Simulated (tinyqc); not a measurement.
MOSFET in the linear regime without short-channel effects, parameter extraction from computed curves: two steps of the calculation.

Inversion charge Q = Cox n Vt W0(exp((Vg - VT)/(n Vt))), W0 the Lambert function and n = nf; u = Q/Cox; mobility mu = mu0/(1 + th1 u + th2 u^2); channel resistance Rch = (L - dL)/(W mu Q); Id = Vd/(Rch + Rsd/W). Cox = eps0 eox/tox. Small Vd, no channel-length or drain effects.

Parameters, values chosen for the exercise; channel values of the order met in silicon transistors: relative permittivity of the gate insulator (close to aluminium oxide) eox = 8.79; insulator thickness tox = 2.7 nm; low-field mobility mu0 = 100 cm^2/(V s); second mobility attenuation factor th2 = 0 1/V^2; threshold voltage VT = 0.55 V; gate width W = 0.5 um; drawn gate length L = 0.074 um; drawn less effective length dL = 0.008 um; drain voltage Vd = 0.025 V.

Constants: eps0 = 8.8541878128e-14 F/cm where lengths are in cm. Results are converted to the units shown.

Problem 1. Threshold and mobility at the peak transconductance. gm_i = (Id_(i+1) - Id_(i-1))/(Vg_(i+1) - Vg_(i-1)); at the point j of largest gm the tangent meets the axis at V_ext = Vg_j - Id_j/gm_j; field-effect mobility gm_j L/(W Cox Vd) with the drawn L.

```
point  Vg (V)       Id (uA)
0        0.35  0.0030284331
1        0.45   0.069294249
2        0.55    0.95190175
3        0.65     3.6212454
4        0.75     6.7538182
5        0.85     9.6190089
6        0.95     12.101788
7        1.05     14.230802
8        1.15     16.059977
9        1.25     17.640852
10       1.35     19.016843
```

Give: gm; j; V_ext; field-effect mobility.

Solution 1.

gm, point 1 to 9 (uS): [4.7444, 17.760, 29.010, 29.989, 26.740, 23.059, 19.791, 17.050, 14.784]
j = 4
V_ext = 0.52479 V
field-effect mobility = 61.590 cm^2/(V s)

V_ext is 25 mV below the model VT, and the mobility so found is 45 % below mu0 L/(L - dL) = 112 cm^2/(V s), the value for the drawn L; attenuation, series resistance and the slow approach of Q to a straight line all lower the peak gm.

Problem 2. The Y function. Y_i = Id_i/sqrt(gm_i). For Id = beta Vd x/(1 + th x), x = Vg - VT, Y = sqrt(beta Vd) x whatever th. Slope s from points 6 and 9; VT_Y = Vg - Y/s at point 9; beta = s^2/Vd; mobility beta L/(W Cox) with the drawn L; th* = (beta Vd x/Id - 1)/x at point 9.

```
point  Vg (V)       Id (uA)
0        0.35  0.0030284331
1        0.45   0.069294249
2        0.55    0.95190175
3        0.65     3.6212454
4        0.75     6.7538182
5        0.85     9.6190089
6        0.95     12.101788
7        1.05     14.230802
8        1.15     16.059977
9        1.25     17.640852
10       1.35     19.016843
```

gm, point 1 to 9 (uS): [4.7443666, 17.759756, 29.009582, 29.988818, 26.739847, 23.058964, 19.790945, 17.050252, 14.784332]

Wanted: Y; s; VT_Y; beta; mobility from Y; th*.

Solution 2.

Y, point 1 to 9 (uA^0.5 V^0.5): [0.03181, 0.2259, 0.6723, 1.233, 1.860, 2.520, 3.199, 3.889, 4.588]
s = 6.893 uA^0.5 V^-0.5
VT_Y = 0.5844 V
beta = 1900 uA/V^2
mobility from Y = 97.57 cm^2/(V s)
th* = 1.191 1/V

The mobility from Y is 13 % below mu0 L/(L - dL) = 112 cm^2/(V s), which it should reach in deep inversion when th2 = 0.

tinyqc, about 0.01 s, one thread, Intel Xeon 2.30GHz (shared host): `OMP_NUM_THREADS=1 python tinyqc.py 2210037 2210038 out.jsonl`
